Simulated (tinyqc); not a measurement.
The integration grid: Kohn-Sham PBE on finer and finer grids in the sto-6g basis, for H3+, spin multiplicity 1. Computed by the program tinyqc with PySCF. Self-consistent on each grid; the net force on the molecule should vanish.

Geometry (angstrom):
```
atom       x       y       z
H     0.0000  0.0000  0.0000
H     0.0000  0.0000  1.1250
H     0.0000  1.1250  0.0340
```

Kohn-Sham energy on Becke grids (radial x angular points per atom):
```
grid       points  residual of the electron count  E (hartree)  E - finest (mhartree)  largest net force without grid terms (hartree/bohr)
10 x 14       408                        2.37e-02     -1.26605               -5.01181                                             2.72e-03
15 x 26      1147                        4.35e-03     -1.26273               -1.69278                                             7.38e-04
20 x 50      2970                        1.04e-03     -1.26127               -0.22751                                             1.94e-04
30 x 86      7705                        1.85e-04     -1.26108               -0.04286                                             4.99e-05
50 x 194    29032                        5.06e-06     -1.26104               -0.00092                                             1.09e-06
75 x 302    67872                        5.28e-07     -1.26104               -0.00011                                             8.97e-08
120 x 590  212048                        5.27e-09     -1.26104                0.00000                                             2.92e-09
```

What does the comparison show, and why?

The energy is within 0.1 mhartree of the finest grid first at 30 x 86. The error has one sign here, though quadrature is not variational. The electron count and the net force are cheap signs of a poor grid.
